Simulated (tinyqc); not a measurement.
Access strength from the read disturbance.

Question. Transistor (EKV form, voltages against the body): I = 2 n b Vt^2 [F(vp - Vs) - F(vp - Vd)] from drain to source, F(v) = ln^2(1 + exp(v/(2 Vt))), vp = (Vg - VT + sg |Vd - Vs|)/n. n-channel bodies are at 0; for the p-channel device all voltages are counted down from Vdd. b in uA/V^2 gives I in uA. In an SRAM read the low node Q obeys In(gate QB, drain Q) = Ip(gate QB, drain Q) + Ia, where the access transistor (threshold VTn) has its gate and drain at Vdd and its source at Q. Find Ia, ba and the cell ratio bn/ba.

Values chosen for this exercise:
- T = 300 K (temperature)
- Vdd = 0.8 V (supply voltage)
- n = 1.22 (slope factor)
- sg = 0.024 (drain-induced barrier lowering)
- VTn = 0.4 V (n-channel threshold)
- VTp = 0.26 V (p-channel threshold (magnitude))
- bn = 300 uA/V^2 (gain factor of the pull-down transistor)
- bp = 170 uA/V^2 (gain factor of the pull-up transistor)

Constants: q = 1.602176634e-19 C, kB = 1.380649e-23 J/K, Vt = kB T/q. Results are converted to the units shown.

Q and QB in the read (V): 0.065080415  0.79999973

Answer. The node equation gives Ia, which is proportional to ba.

Ia = 7.045 uA
ba = 150.0 uA/V^2
cell ratio = 2.000

Numbers from tinyqc (`OMP_NUM_THREADS=1 python tinyqc.py 2340138 2340139 out.jsonl`; about 0.2 s on one thread of a shared Intel Xeon 2.30GHz).
